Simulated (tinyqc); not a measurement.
What an interlayer buys: scattering of inversion-layer electrons by surface optical phonons of the gate insulator (remote phonon scattering). Computed by tinyqc, a small Python program. Command: `OMP_NUM_THREADS=1 python tinyqc.py 3112763 3112764 out.jsonl sophonon walk`. One thread of a shared host (Intel(R) Xeon(R) Processor @ 2.30GHz), about 0.02 s of CPU time with the checks.

One subband with the Fang-Howard envelope; insulator and channel are half-spaces, the gate is far away, and an interlayer only moves the polar surface away by t (its own modes and its permittivity contrast are left out).

Inputs (values chosen for the exercise, modelled on HfO2 on silicon):

| quantity | value | unit |
|---|---|---|
| static constant of the insulator eps_0s | 22 | - |
| intermediate constant eps_i | 6.58 | - |
| optical constant eps_inf | 4.96 | - |
| hbar omega_TO1 | 12.4 | meV |
| hbar omega_TO2 | 48.7 | meV |
| constant of the channel eps_s | 11.7 | - |
| in-plane mass m | 0.192 | m_0 |
| valleys g_v | 2 | - |
| sheet density n | 3.4e+12 | 1/cm^2 |
| mean distance of the electrons z0 = 3/b | 1.3 | nm |
| interlayer thickness t | 1.2 | nm |
| temperature T | 300 | K |
| mobility from other processes | 330 | cm^2/(V s) |

Screening by the channel electrons: static.

Constants: k_B = 8.617333262e-05 eV/K; hbar^2/(2 m_0) = 3.80998212 eV angstrom^2; e^2/(4 pi eps_0) = 14.39964548 eV angstrom; hbar = 6.582119569e-16 eV s; e = 1.602176634e-19 C; m_0 = 9.1093837015e-31 kg.

Method:
- eps(w) = eps_inf + (eps_0s - eps_i) w1^2/(w1^2 - w^2) + (eps_i - eps_inf) w2^2/(w2^2 - w^2). Surface modes solve eps(w) + eps_s = 0, a quadratic in w^2; the strength of a mode is g = 2/(w d eps/dw).
- Occupation N = 1/(exp(hbar w/(k_B T)) - 1).
- Density of states D = g_v m/(pi hbar^2); eta = E_F/(k_B T) = ln(exp(n/(D k_B T)) - 1); screening wave number q_s = e^2 D/(2 eps_0 eps_avg) x 1/(1 + exp(-eta)), eps_avg = (eps_s + eps_inf)/2; b = 3/z0.
- For a mode of strength g, without the occupation factor, Area x |M(q)|^2 = e^2 hbar w g/(2 eps_0 q) x (b/(b + q))^6 exp(-2 q t) / (1 + (q_s/q) H(q))^2, H = (1 + 9 x/8 + 3 x^2/8)/(1 + x)^3, x = q/b.
- Approximate momentum relaxation rate, taking tau v alike in the initial and final states: 1/tau = (m/(2 pi hbar^3)) sum over modes and over absorption (N, E' = E + hbar w) and emission (N + 1, E' = E - hbar w > 0) of [(1 - f(E'))/(1 - f(E))] int_0^(2 pi) Area |M(q)|^2 (1 - cos theta) d theta, q^2 = k^2 + k'^2 - 2 k k' cos theta, f the Fermi function; 48 midpoints in theta from 0 to pi.
- mu = (e/m) int tau E f (1 - f) dE/(k_B T int f dE), by 300 midpoints from 0 to (max(eta, 0) + 14) k_B T; Matthiessen sum with the other processes.

hbar omega_SO (meV): 1 16.7908, 2 51.1513

strengths g: 1 0.0244270, 2 0.0059234

occupations N: 1 1.09340, 2 0.16044

b = 2.30769 1/nm

q_s = 0.974835 1/nm

eta = 0.239216

Against the interlayer thickness:

| t (nm) | remote-phonon mobility (cm^2/(V s)) | total (cm^2/(V s)) |
|---|---|---|
| 0.0 | 3.2508e+03 | 299.59 |
| 0.3 | 5.4629e+03 | 311.20 |
| 0.6 | 9.0536e+03 | 318.39 |
| 1.0 | 1.7144e+04 | 323.77 |
| 1.5 | 3.5468e+04 | 326.96 |
| 2.0 | 6.7640e+04 | 328.40 |
| 3.0 | 1.9992e+05 | 329.46 |

What follows from these numbers?

1 nm of interlayer raises the remote-phonon mobility by a factor 5.27, as exp(2 q t) with an effective q of 0.83 per nm; between 2 and 3 nm the effective q is 0.54. The total goes from 300 to 324 over the first nanometre.

Extremes, crossings and ranges named in words are read from the listed rows.
